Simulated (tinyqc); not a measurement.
# Surface Green function of a chain with one s and one p orbital a site, Sancho-Rubio decimation: densities of states against energy

A semi-infinite lead of cells 0, 1, 2, ... with H0 inside a cell and H1 = <cell i|H|cell i + 1>. H1 = [[-vss, vsp], [-vsp, vpp]]. z = E + i eta.

Start with e_s = e = H0, a = H1, b = H1^dagger. Each round: g = (z - e)^(-1); e_s <- e_s + a g b; e <- e + a g b + b g a; a <- a g a; b <- b g b (all with the old a, b). Round k joins cells 2^k apart. Stop when the largest entry of the matrices a and b is below 1e-12 eV; g_s = (z - e_s)^(-1), bulk (z - e)^(-1), density of states -Im Tr/pi. Here eta = 0.01 eV. Open modes are the crossings of E with the bands of H0 + H1 exp(ik) + H1^dagger exp(-ik) for 0 < k < pi.

H0 (eV):

|  | s | p |
|---|---|---|
| s | -1.51 | 0 |
| p | 0 | 4.18 |

H1 (eV):

|  | s | p |
|---|---|---|
| s | -2.7 | 1.81 |
| p | -1.81 | 2.25 |

Result of one run:

| E (eV) | open modes | rounds | surface (1/eV) | bulk (1/eV) |
|---|---|---|---|---|
| -7.6 | 0 | 6 | 3.4523e-4 | 0.0010807 |

What becomes of these results when the energy E is changed from -7.6 to 0.19 eV, all else the same?

Result of the changed run:

| E (eV) | open modes | rounds | surface (1/eV) | bulk (1/eV) |
|---|---|---|---|---|
| 0.19 | 0 | 6 | 0.0015535 | 0.0022590 |

The whole series:

| E (eV) | open modes | rounds | surface (1/eV) | bulk (1/eV) |
|---|---|---|---|---|
| -7.6 | 0 | 6 | 3.4523e-4 | 0.0010807 |
| -6.04 | 1 | 13 | 0.088088 | 0.13391 |
| -4.48 | 1 | 14 | 0.12537 | 0.093523 |
| -2.92 | 1 | 14 | 0.12800 | 0.092565 |
| -1.37 | 1 | 13 | 0.10102 | 0.13017 |
| 0.19 | 0 | 6 | 0.0015535 | 0.0022590 |
| 1.75 | 0 | 6 | 0.085039 | 5.3506e-4 |
| 3.31 | 0 | 6 | 0.0013299 | 0.0023016 |
| 4.87 | 1 | 13 | 0.14897 | 0.15440 |
| 6.43 | 1 | 13 | 0.16734 | 0.12106 |
| 7.99 | 1 | 13 | 0.11524 | 0.17361 |
| 9.55 | 0 | 6 | 3.7686e-4 | 9.0360e-4 |

The bands of the infinite lead run over -6.91 to -0.320, 3.89 to 8.68 eV. The rounds lie between 6 and 14, 6.0 on average outside the bands and 13.3 inside. The surface density of states is largest at E = 6.43 eV among the rows (0.167 1/eV, bulk 0.121).

Program tinyqc, `OMP_NUM_THREADS=1 python tinyqc.py 2680019 2680020 out.jsonl`; Intel Xeon 2.30GHz, shared host, one thread, about 0.05 s.
